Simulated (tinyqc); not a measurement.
# Changing the pump speed S

Model: gas flow in a process chamber: flow regimes, conductance, effective pumping speed, pump-down, outgassing and purge. Computed by tinyqc, a small Python program. Command: `OMP_NUM_THREADS=1 python tinyqc.py 3121157 3121158 out.jsonl pump sweep`. One thread of a shared host (Intel(R) Xeon(R) Processor @ 2.30GHz), about 0.01 s of CPU time with the checks.

Ideal gas, isothermal flow, a pump of constant speed at the end of a round pipe; process gas, volume gas and outgassing are given the same properties. 1 sccm = 101325 Pa x 1e-6 m^3/60 s x T/273.15 K.

Inputs (values chosen for the exercise, modelled on hydrogen near room temperature):
```
quantity                     value            unit
molar mass M                 2.016           g/mol
molecular diameter            0.27              nm
viscosity eta                  8.9   micropascal s
temperature T                  293               K
chamber volume V                25               L
wall area                      2.2             m^2
pipe diameter d                 16              cm
pipe length l                  230              cm
process gas flow               170            sccm
outgassing rate after 1 h  8.8e-06  Pa m^3/(s m^2)
outgassing exponent n            1               -
target base pressure         8e-06              Pa
```

Constants: k_B = 1.380649e-23 J/K; u = 1.6605390666e-27 kg.

Method:
- Mean speed c = sqrt(8 k_B T/(pi m)); aperture conductance C_a = c pi d^2/16; molecular pipe C_m = C_a/(1 + 3 l/(4 d)) (Dushman form); viscous pipe C_v = pi d^4 p_mean/(128 eta l); Knudsen interpolation C = C_v + C_m (1 + x)/(1 + 1.24 x), x = d p_mean sqrt(m/(k_B T))/eta.
- Effective speed 1/S_eff = 1/S + 1/C_m; time constant V/S_eff; pressure at which the free path k_B T/(sqrt2 pi d_m^2 p) equals d.
- Steady flow: the pump inlet is at p_2 = Q/S, and the chamber pressure p_1 solves Q = C((p_1 + p_2)/2) (p_1 - p_2). Residence time = p_1 V/Q.
- Knudsen number = free path at the mean pressure over d.
- From the outgassing limit: t = 1 h x (q_1 A/(S_eff p_target))^(1/n) - 10 s; monolayer time at the target = 1e19 m^-2 x 4 k_B T/(p c) for unit sticking.

One run for each value:
```
pump speed S (L/s)  S_eff in molecular flow (L/s)  chamber pressure p_1 (Pa)  time to the target (h)
5                                            4.97                     61.596                  487.23
13                                          12.78                     23.705                  189.38
36                                          34.35                      8.596                   70.45
97                                          85.87                      3.273                   28.18
260                                        192.97                      1.375                   12.54
1900                                       536.93                      0.510                    4.50
5000                                       650.99                      0.436                    3.71
```

Give the missing row, pump speed S (L/s) = 690.

Computed row:
```
pump speed S (L/s)  S_eff in molecular flow (L/s)  chamber pressure p_1 (Pa)  time to the target (h)
690                                        359.02                      0.732                    6.74
```

Interpolating between the two neighbouring rows (the first column on a logarithmic scale, the others too where they are positive) misses most in chamber pressure p_1 (Pa), by 15 %. Over the rows, S_eff in molecular flow (L/s) rises from 4.97 to 651 (exponent d ln y / d ln x 0.99 between the first rows and 0.20 between the last); chamber pressure p_1 (Pa) falls from 61.6 to 0.436 (exponent d ln y / d ln x -1.00 between the first rows and -0.16 between the last); time to the target (h) falls from 487 to 3.71 (exponent d ln y / d ln x -0.99 between the first rows and -0.20 between the last). At the low end the exponent of S_eff in molecular flow is 0.99, close to 1: the pump limits.

Caution (rows 5.00, 13.0): beyond some 100 h the power law gives way to slower sources such as permeation and bulk diffusion; baking is the usual remedy.
